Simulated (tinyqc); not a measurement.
From results to parameters: diatomic chain. Computed by the program tinyqc.

Problem. A chain of two alternating masses has one spring constant k; at the zone edge omega^2 = 2k/M and 2k/m, and wavenumber = 521.4708 sqrt(omega^2) with omega^2 in eV/(angstrom^2 u). Find k, the heavier mass and the optical wavenumber at q = 0.

wavenumbers at the zone edge (cm^-1): 220.023187  702.051550
lighter mass = 16.000000 u

Solution. The upper value gives k = m omega^2/2, the ratio of the squares gives M/m, and at q = 0 omega^2 = 2k (1/m + 1/M), the sum of the two.

k = 14.500 eV/angstrom^2
heavier mass = 162.9000 u
optical wavenumber at q = 0 = 735.722 cm^-1
